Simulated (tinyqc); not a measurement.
Trench capacitor in an array: capacitance, non-linearity, leakage and relaxation: two steps of the calculation.

A film between two metal electrodes, each interface adding a series capacitance ci. The small-signal permittivity is ek (1 + aq E^2); the field is found with the linear permittivity. Leakage J = J0 sinh(E/Ef). After a voltage step the film passes a relaxation current kr C V tt^(-nr), tt being the time in seconds. The sidewall is a coaxial capacitor with radii a = dm/2 - t and b = dm/2, depth AR dm; the end face is left out.

Parameters, values chosen for the exercise; permittivity of the order of that of tantalum oxide: relative permittivity of the film ek = 22.8; film thickness t = 27 nm; capacitance of each electrode interface (dead layer and screening) ci = 1000 uF/cm^2; quadratic field coefficient of the permittivity aq = 0.0048 cm^2/MV^2; bias V = 0.8 V; leakage prefactor J0 = 1.9e-10 A/cm^2; field for an e-fold rise of the leakage Ef = 0.44 MV/cm; diameter of the hole dm = 240 nm; aspect ratio, depth over diameter AR = 20; pitch of the square array pt = 370 nm; resistivity of the inner electrode rho = 540 uohm cm.

Constants: eps0 = 8.8541878128e-14 F/cm where lengths are in cm. Results are converted to the units shown.

Question 1. Planar capacitance, field and non-linearity. Planar film: Cf = eps0 ek/t, 1/C = 1/Cf + 2/ci, EOT = 3.9 eps0/C, effective permittivity C t/eps0, E = (V/t) C/Cf; quadratic coefficient [C(V)/C - 1]/V^2 with Cf (1 + aq E^2) in C(V).

Wanted: Cf; C; EOT; effective permittivity; E; quadratic coefficient; J.

Answer 1.

Cf = 0.7477 uF/cm^2
C = 0.7466 uF/cm^2
EOT = 4.625 nm
effective permittivity = 22.77
E = 0.2959 MV/cm
quadratic coefficient = 655.5 ppm/V^2
J = 1.376e-10 A/cm^2

The interfaces take 0.149 % of the voltage.

Question 2. Cell capacitance, fields and time constant. Per length 1/c = ln(b/a)/(2 pi eps0 ek) + (1/a + 1/b)/(2 pi ci); cell capacitance c AR dm; per footprint over pt^2; fields c V/(2 pi eps0 ek r) at r = a and b; resistance of the inner electrode rho AR dm/(pi a^2); time constant R C/3 of the distributed line.

Wanted: a; b; cell capacitance; capacitance per footprint; field at a; field at b; R; R C/3.

Answer 2.

a = 93.000 nm
b = 120.00 nm
cell capacitance = 23.850 fF
capacitance per footprint = 17.422 uF/cm^2
field at a = 0.33697 MV/cm
field at b = 0.26115 MV/cm
R = 0.95394 kohm
R C/3 = 7.5839 ps

The array gives 23.3 times the planar capacitance per footprint; curvature makes the field at the inner electrode 1.14 times the planar value.

tinyqc, about 0.01 s, one thread, Intel Xeon 2.30GHz (shared host): `OMP_NUM_THREADS=1 python tinyqc.py 2102084 2102085 out.jsonl`
